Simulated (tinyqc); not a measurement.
Capillary instabilities by surface diffusion: grooving and agglomeration of films, edge retraction, wire break-up and smoothing of roughness: one step, computed by the program tinyqc. Command: `OMP_NUM_THREADS=1 python tinyqc.py 3010833 3010834 out.jsonl dewet walk`. One thread of a shared host (Intel(R) Xeon(R) Processor @ 2.30GHz), about 0.01 s of CPU time with the checks.

Isotropic surface energy; shapes change by surface diffusion alone.

Task: Break-up of a free wire. A wire with r + A cos(k z) has dA/dt = (B/r^4) (kr)^2 [1 - (kr)^2] A: unstable for wavelengths above 2 pi r, fastest at kr = 1/sqrt 2 with the rate B/(4 r^4); break-up time about (4 r^4/B) ln(r/A0); each wavelength makes a sphere of radius (3 r^2 lambda_m/4)^(1/3).

Inputs (values chosen for the exercise, of the order of those of a ruthenium film): temperature T = 1142 K; time t = 1700 s; wire radius r = 3.3 nm; initial ripple over radius = 0.02.

B = 163185.6 nm^4/s

Give: fastest wavelength; break-up time; radius of the spheres; t over the break-up time.

Result:

fastest wavelength = 29.32 nm

break-up time = 0.01137 s

radius of the spheres = 6.210 nm

t over the break-up time = 1.495e+05

The wire breaks up within t. Caution: faceting can stabilise wires along low-index directions.
